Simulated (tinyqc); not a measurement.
Changing the atoms per primitive cell n: estimate of lattice thermal conductivity from elastic moduli (Slack, Klemens and Cahill formulas). Computed by tinyqc, a small Python program. Command: `OMP_NUM_THREADS=1 python tinyqc.py 3014084 3014085 out.jsonl slack sweep`. One thread of a shared host (Intel(R) Xeon(R) Processor @ 2.30GHz), about 0.01 s of CPU time with the checks.

An isotropic solid.

Inputs (values chosen for the exercise, for a model crystal):

| quantity | value | unit |
|---|---|---|
| bulk modulus B | 279 | GPa |
| shear modulus G | 261 | GPa |
| volume per atom V | 27.4 | angstrom^3 |
| mean atomic mass M | 16.7 | u |
| temperature T | 900 | K |
| disorder parameter Gamma | 0.017 | - |
| grain size d | 84 | nm |

Grueneisen parameter: from the Poisson ratio.

Constants: u = 1.6605390666e-27 kg; hbar = 1.054571817e-34 J s; k_B = 1.380649e-23 J/K; h = 6.62607015e-34 J s.

Method:
- rho = M/V; vL = sqrt((B + 4G/3)/rho), vT = sqrt(G/rho); v_m = [(vL^-3 + 2 vT^-3)/3]^(-1/3); Poisson ratio sigma = (3B - 2G)/(6B + 2G); Theta = hbar v_m (6 pi^2/V)^(1/3)/k_B.
- Empirical rule gamma = (3/2) (1 + sigma)/(2 - 3 sigma).
- Slack, an estimate for T near or above Theta_a: kappa = A M Theta_a^3 delta n^(1/3)/(gamma^2 T) in W/(m K), with M in u, delta = V^(1/3) in angstrom, Theta_a = Theta n^(-1/3) and A = 2.43e-6/(1 - 0.514/gamma + 0.228/gamma^2).
- High-temperature forms with the classical heat capacity. Klemens: kappa/kappa_0 = arctan(u)/u, u^2 = pi^2 Theta V Gamma kappa_0/(h v_m^2). Grains: 1/kappa_poly = 1/kappa + 1/(C v_m d/3), C = 3 k_B/(n V), the acoustic branches alone.
- Cahill minimum: kappa_min = (pi/6)^(1/3) k_B V^(-2/3) sum over L, T, T of v (T/Theta_i)^2 int_0^(Theta_i/T) x^3 e^x/(e^x - 1)^2 dx, Theta_i = Theta v_i/v_m (64 Gauss-Legendre points).
- Its high-temperature limit is (1/2) (pi/6)^(1/3) k_B V^(-2/3) (vL + 2 vT).

One run for each value:

| atoms per primitive cell n | kappa of the perfect crystal (W/(m K)) | kappa of the polycrystal (W/(m K)) | acoustic Debye temperature Theta_a (K) | kappa_min (W/(m K)) | kappa_poly/kappa_min |
|---|---|---|---|---|---|
| 1 | 833.40 | 160.53 | 1740.7 | 2.8822 | 55.695 |
| 2 | 525.01 | 110.61 | 1381.6 | 2.8822 | 38.377 |
| 4 | 330.73 | 72.95 | 1096.6 | 2.8822 | 25.309 |
| 6 | 252.40 | 55.94 | 958.0 | 2.8822 | 19.407 |
| 10 | 179.55 | 39.10 | 808.0 | 2.8822 | 13.566 |
| 20 | 113.11 | 23.11 | 641.3 | 2.8822 | 8.018 |
| 40 | 71.25 | 13.11 | 509.0 | 2.8822 | 4.547 |
| 80 | 44.89 | 7.19 | 404.0 | 2.8822 | 2.494 |

Over the rows, kappa of the perfect crystal (W/(m K)) falls from 833 to 44.9 (exponent d ln y / d ln x about -0.67 throughout); kappa of the polycrystal (W/(m K)) falls from 161 to 7.19 (exponent d ln y / d ln x -0.54 between the first rows and -0.87 between the last); acoustic Debye temperature Theta_a (K) falls from 1740 to 404 (exponent d ln y / d ln x about -0.33 throughout). The exponent of kappa of the perfect crystal stays at -0.67: only 3 of the 3n branches are acoustic, which gives n^(-2/3). More atoms in the cell fold acoustic branches into flat optical ones, which carry little heat; the minimum conductivity counts all modes and does not change.

Caution (rows 1, 2, 4, 6): T lies below Theta_a, where umklapp processes begin to freeze out and the Slack formula can fall short.

Extremes, crossings and ranges named in words are read from the listed rows.
